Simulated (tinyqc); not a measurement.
# Polarisation charge from two barrier thicknesses

Problem. Voff = phiB - dEc - q sigma d/(eps0 eb). Find sigma, phiB - dEc and the thickness at which Voff = 0.

Constants: q = 1.602176634e-19 C, eps0 = 8.8541878128e-14 F/cm where lengths are in cm. Results are converted to the units shown.

Voff at d = 16 and 33 nm (V): -5.6465260  -12.393535
eb = 9.2634000

Solution. Voff is a straight line in d: its slope is -q sigma/(eps0 eb) and its intercept phiB - dEc.

sigma = 2.032e13 cm^-2
phiB - dEc = 0.7036 V
thickness for Voff = 0 = 1.773 nm

tinyqc, about 0.02 s, one thread, Intel Xeon 2.30GHz (shared host): `OMP_NUM_THREADS=1 python tinyqc.py 2180158 2180159 out.jsonl`
